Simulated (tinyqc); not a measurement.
Oxidation of curved silicon (wires and holes): cylindrical Deal-Grove kinetics with stress-retarded reaction: one step, computed by the program tinyqc.

Silicon fills r < a and oxide a < r < b. One volume of silicon gives 2.25 volumes of oxide, and the length is fixed.

Question. Planar constants and viscosity. B = B0 exp(-E_B/(k_B T)), B/A = (B/A)0 exp(-E_A/(k_B T)), eta = eta0 exp(E_eta/(k_B T)); 1 um = 1000 nm. Temperatures in kelvin are T(C) + 273.15.

Inputs (values chosen for the exercise, close to those used for silicon in dry oxygen): prefactor B0 = 770 um^2/h; activation energy E_B = 1.24 eV; prefactor (B/A)0 = 5.41e+06 um/h; activation energy E_A = 2.02 eV; viscosity prefactor eta0 = 2.4e-09 Pa s; viscosity energy E_eta = 5.52 eV; temperature T = 950 C.

Shape: wire (convex).

Constants: k_B = 8.617333262e-05 eV/K.

Give: B; B/A; low-stress viscosity eta; k_B T.

Answer.

B = 5988.0 nm^2/h

B/A = 25.712 nm/h

low-stress viscosity eta = 1.3317e+14 Pa s

k_B T = 0.10540 eV
